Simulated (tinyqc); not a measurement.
Inside a calculation. Model: charge neutrality of a doped semiconductor with incomplete ionisation. Computed by tinyqc, a small Python program that keeps every step. Command: `OMP_NUM_THREADS=1 python tinyqc.py 3027184 3027185 out.jsonl dopant walk`. One thread of a shared host (Intel(R) Xeon(R) Processor @ 2.30GHz), about 0.03 s of CPU time with the checks. Intermediate numbers are printed to about 6 digits and carried at full precision; extremes and crossings named in words are read from the listed rows.

Energies are counted from the top of the valence band; E_D is measured down from the conduction band and E_A up from the valence band.

Inputs (values chosen for the exercise, modelled on GaAs):
```
quantity                    value   unit
gap at 0 K E_g0              1.49     eV
Varshni alpha            0.000528   eV/K
Varshni beta                  211      K
electron mass m_e          0.0681    m_0
valleys M_c                     1      -
hole mass m_h               0.516    m_0
donor density N_D         2.1e+13  cm^-3
acceptor density N_A      8.2e+11  cm^-3
donor depth E_D             0.006     eV
acceptor depth E_A         0.0277     eV
donor degeneracy g_D            2      -
acceptor degeneracy g_A         4      -
temperature T                 300      K
iteration cap                  60      -
```

Doping: n-type, compensated. Statistics of the bands: Fermi-Dirac. Solver: Newton steps on the logarithm. Start of Newton steps: 0.25 eV inside the majority band.

ratios u of density to N: 0.0031  0.015  0.078  0.39  2  10  51

Constants: m_0 = 9.1093837015e-31 kg; k_B = 1.380649e-23 J/K; h = 6.62607015e-34 J s; k_B = 8.617333262e-05 eV/K.

## Gap and effective densities of states

E_g = E_g0 - alpha T^2/(T + beta). N_c = 2 M_c (2 pi m_e k_B T/h^2)^(3/2) and N_v = 2 (2 pi m_h k_B T/h^2)^(3/2), masses in units of m_0. n_i = sqrt(N_c N_v) exp(-E_g/(2 k_B T)); E_i = E_g/2 + (k_B T/2) ln(N_v/N_c).

gap E_g = 1.39701 eV

N_c = 4.45957e+17 cm^-3

N_v = 9.30136e+18 cm^-3

k_B T = 0.0258520 eV

intrinsic density n_i = 3.75480e+06 cm^-3

intrinsic level E_i = 0.737768 eV

## Charges at trial Fermi levels

n = N_c F_1/2((E_F - E_g)/k_B T), p = N_v F_1/2(-E_F/k_B T). F_1/2(eta) = (2/sqrt(pi)) int_0^infinity sqrt(x)/(1 + exp(x - eta)) dx, by the trapezoid rule in t = sqrt(x) with step 0.02 up to t = 12 (for eta < -12 by exp(eta) - exp(2 eta)/2^(3/2)). N_D+ = N_D/(1 + g_D exp((E_F - E_g + E_D)/k_B T)). N_A- = N_A/(1 + g_A exp((E_A - E_F)/k_B T)). Neutrality: p + N_D+ = n + N_A-; the log ratio is ln[(p + N_D+)/(n + N_A-)]. The last column is ln[(p + N_D+)/(n + N_A-)], which vanishes at neutrality; trial levels are the majority level plus multiples of k_B T, rounded to 0.1 meV.

Densities (cm^-3):
```
E_F (eV)            n            p         N_D+      N_A-  log ratio
1.2359    8.76055e+14  1.60820e-02  2.08964e+13  8.20e+11    -3.7368
1.3134    1.73305e+16  8.02412e-04  1.91016e+13  8.20e+11    -6.8105
1.3652    1.18652e+17  1.08192e-04  1.20893e+13  8.20e+11    -9.1916
1.4169    6.02375e+17  1.46445e-05  3.25812e+12  8.20e+11   -12.1275
1.4686    1.81495e+18  1.98222e-06  5.09333e+11  8.20e+11   -15.0862
```

The log ratio keeps its sign here: E_F lies below all these trials.

## Solving for the Fermi level

Newton steps from the start named, with the slope from a central difference of 1e-6 eV; the function is the log ratio y = ln[(p + N_D+)/(n + N_A-)]; the bracket -0.3 to E_g + 0.3 eV is narrowed by the sign of y at each step, and a step that would leave it is replaced by its midpoint; stop when |log ratio| < 1e-9.

Course of the iteration:
```
step  E_F (eV)     log ratio
1      1.64701  -2.36913e+01
2      1.11550   8.31529e-01
3      1.13912  -2.67405e-02
4      1.13840  -1.42885e-05
5      1.13840  -2.45270e-12
```

Fermi level E_F (last iterate) = 1.13840 eV

converged (1 yes, 0 no) = 1

steps = 5

Converged in 5 steps.

## Densities at the solution

The formulas are those given above.

majority density n = 2.01776e+13 cm^-3

minority density p = 0.698710 cm^-3

ionised share of the donors = 0.999886

distance of E_F from the majority band edge = 0.258608 eV

n is 100.0 % of the net doping; n p / n_i^2 = 1.0000.

## The closed form for the extrinsic range

With Boltzmann statistics, no holes and every acceptor ionised, n (n + N_A) = n1 (N_D - N_A - n) with n1 = (N_c/g_D) exp(-E_D/k_B T). Take the positive root.

n1 = 1.76794e+17 cm^-3

n from the quadratic = 2.01776e+13 cm^-3

Against the full solution, 2.0178e13 cm^-3, the quadratic is off by 6.4e-8 %.

## Carrier density against temperature

Neutrality is solved by bisection at each T. The last column is -k_B d ln(n T^-3/2)/d(1/T) from this row and the one above; it turns negative as ionisation nears completion, when the density grows more slowly than that power of T.

Against temperature:
```
T (K)    n (cm^-3)  E_F from the band edge (eV)  ionised share  activation energy (eV)
4.4    1.30534e+09                     0.005049       0.039110                       -
6.3    2.08848e+11                     0.004766       0.048993               0.0057037
9.9    3.97905e+12                     0.005553       0.228526               0.0033878
15.0   1.28568e+13                     0.007703       0.651274               0.0013789
23.0   1.86032e+13                     0.012351       0.924916              -0.0010097
35.0   1.98425e+13                     0.020501       0.983930              -0.0032678
300.0  2.01776e+13                     0.258608       0.999886              -0.0109463
600.0  4.24006e+13                     0.532578       0.999925              -0.0153629
```

Between the two coldest rows the activation energy is 0.00570 eV, 0.95 of the dopant depth: with compensation E_F is pinned at the level and the full depth shows. The density is within 10 % of the net doping from 23.0 K to 300 K. From 600 K carriers excited across the gap add to it.

## Reduced Fermi level from a carrier density

For u = density/N of the majority band, eta solves F_1/2(eta) = u (bisection). Boltzmann: ln u. Joyce-Dixon: ln u + u/sqrt(8) - 4.95009e-3 u^2 + 1.48386e-4 u^3 - 4.42563e-6 u^4. Degenerate limit: (3 sqrt(pi) u/4)^(2/3). The last column is (eta - ln u) k_B T.

Eta by four rules:
```
u       density (cm^-3)    exact  Boltzmann  Joyce-Dixon   degenerate  Boltzmann error (meV)
0.0031      1.38247e+15  -5.7753   -5.77635     -5.77526  2.57039e-02            2.83330e-02
0.015       6.68935e+15  -4.1944   -4.19971     -4.19440  7.35335e-02            1.37072e-01
0.078       3.47846e+16  -2.5235   -2.55105     -2.52350  2.20709e-01            7.12148e-01
0.39        1.73923e+17  -0.8045   -0.94161     -0.80447  6.45358e-01            3.54538e+00
2           8.91913e+17   1.3816    0.69315      1.38157  1.91916e+00            1.77972e+01
10          4.45957e+18   5.4563    2.30259      5.44724  5.61165e+00            8.15286e+01
51          2.27438e+19  16.5769    3.93183     -1.16886  1.66266e+01            3.26900e+02
```

Boltzmann statistics place E_F within 1 meV of the exact value up to u = 0.0780 of those listed and miss by 327 meV at u = 51. Joyce-Dixon stays within 0.01 in eta up to u = 10.0; the degenerate limit is still 0.30 % high at the last u. Past u of about 10 the Joyce-Dixon series fails. A parabolic band is assumed throughout.

Checks made by the program: neutrality at the solution (relative difference 3e-10).
